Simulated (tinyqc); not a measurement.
Averaged masses of warped heavy- and light-hole bands: sweeps and comparisons. A value that a table varies takes the place of the one given here.

Four-band hole energies E = c k^2 f(u), c = hbar^2/2m0, f = g1 -/+ 2 sqrt(g2^2 + 3 (g3^2 - g2^2) s), s = ux^2 uy^2 + uy^2 uz^2 + uz^2 ux^2 for the unit vector u; minus for heavy, plus for light holes; the mass along u is 1/f.

Grid: n x n midpoints in cos(theta) from 0 to 1 and phi from 0 to pi/2, equal weights. m_d = <f^(-3/2)>^(2/3). Conductivity mass for one scattering time: 1/m_c = <|w|^2 f^(-5/2)>/<f^(-3/2)> with w = grad_k(k^2 f)/(2 k), that is |w|^2 = f^2 + |angular gradient of f|^2/4.

Values chosen for the exercise (out of a larger set: near those of Ge; not measured data): g1 = 13.35 (Luttinger gamma1); g2 = 4.24 (gamma2); g3 = 5.7 (gamma3).

## Ways to average over directions

Heavy and light m_d on grids of growing n, against n = 160; also the three-direction rule <F> = (10 F[100] + 16 F[110] + 9 F[111])/35 and the spherical masses 1/(g1 (1 -/+ mu)), mu = (6 g3 + 4 g2)/(5 g1).

Masses (m0):
```
method             heavy   light  error heavy (%)  error light (%)
grid n = 1        0.5026  0.0405            42.72            -4.40
grid n = 2        0.3586  0.0420             1.83            -0.85
grid n = 3        0.3560  0.0422             1.10            -0.40
grid n = 5        0.3532  0.0423             0.32            -0.16
grid n = 10       0.3524  0.0423             0.08            -0.04
grid n = 160      0.3521  0.0423             0.00             0.00
three directions  0.3751  0.0425             6.52             0.35
spherical         0.3207  0.0424            -8.92             0.17
[100] alone       0.2053  0.0458           -41.68             8.21
```

What can be read from the table?

The heavy mass is within 1 % from grid n = 5 on. Three directions err by +6.52 %, the spherical form by -8.92 % and [100] alone by -41.7 %; for light holes the same three err by +0.35, +0.17 and +8.2 %. The power -3/2 weights the heavy directions near [111], which a mean of f misses.

## Cyclotron masses against the field direction

For the central orbit m_cyc is the mean of 1/f(u) over the directions u normal to B (360 points on the circle). B lies in the (1-10) plane at the angle from [001]; 54.7 degrees is [111], 90 is [110].

Masses (m0):
```
angle (degrees)   heavy   light
0.0              0.2833  0.0435
15.0             0.3004  0.0431
30.0             0.3439  0.0423
45.0             0.3789  0.0416
54.7             0.3838  0.0415
70.0             0.3801  0.0417
90.0             0.3774  0.0421
```

How do the results move?

The heavy mass is smallest at 0 and largest at 54.7 degrees of the angles listed, a spread of 35 %; the light mass varies by 4.9 %. The orbit normal to [001] has s between 0 and 1/4, the orbit normal to [111] has s = 1/4 all round, which gives 1/(g1 - sqrt(g2^2 + 3 g3^2)) = 0.3838. This is the classical limit; low Landau levels of holes depart from it.

## Several materials

The inputs are values chosen for the exercise; n = 40; delta = (g3 - g2)/g1.

Results:
```
case            g1    g2    g3  m_d heavy  m_c heavy  m_d light  delta
A near AlAs   3.76  0.83  1.43      0.799      0.653     0.1620  0.160
B near Ge    13.35  4.26  5.73      0.360      0.280     0.0422  0.110
C near InP    5.11  1.61  2.09      0.807      0.695     0.1121  0.094
D near InAs  20.12  8.47  9.20      0.450      0.401     0.0264  0.036
E near GaSb  13.41  4.70  6.00      0.457      0.338     0.0410  0.097
F near GaP    4.05  0.49  1.26      0.510      0.446     0.1658  0.190
```

What does this show, and why?

Heavy masses span a factor of 2.2 and light ones 6.3: the coupling to the conduction band adds to g1, 2 g2 and 2 g3 alike, so it cancels for heavy holes and doubles for light ones. The ratio m_c/m_d of the heavy holes is lowest for E (0.74); delta is largest for F; the heavy band feels the warping rather through (g3 - g2)/(g1 - 2 g3), which runs from 0.42 to 0.92 here and is 0.92 for the case with the lowest ratio.

## What each parameter does

n = 40. Each row changes one parameter from the base and keeps the others.

Results:
```
case         m_d heavy (m0)  m_c heavy (m0)  m_d light (m0)  m_c light (m0)
base                 0.3521          0.2776          0.0423          0.0421
g1 = 12.949          0.4150          0.3052          0.0431          0.0428
g2 = 4.367           0.3599          0.2906          0.0422          0.0420
g3 = 5.871           0.3919          0.2814          0.0420          0.0417
```

What can be read from the table?

The largest shifts from the base row, up to three for each result and ties (the steps differ in size, so this ranks the rows, not the parameters). m_d heavy (m0): g1 +0.0629, g3 +0.0397, g2 +0.0078. m_c heavy (m0): g1 +0.0276, g2 +0.0130, g3 +0.0039. m_d light (m0): g1 +0.0007, g3 -0.0004, g2 -0.0002. m_c light (m0): g1 +0.0007, g3 -0.0004, g2 -0.0001.

tinyqc: `OMP_NUM_THREADS=1 python tinyqc.py 1081181 1081182 out.jsonl`; about 0.02 s, one thread, shared Intel(R) Xeon(R) Processor @ 2.30GHz.
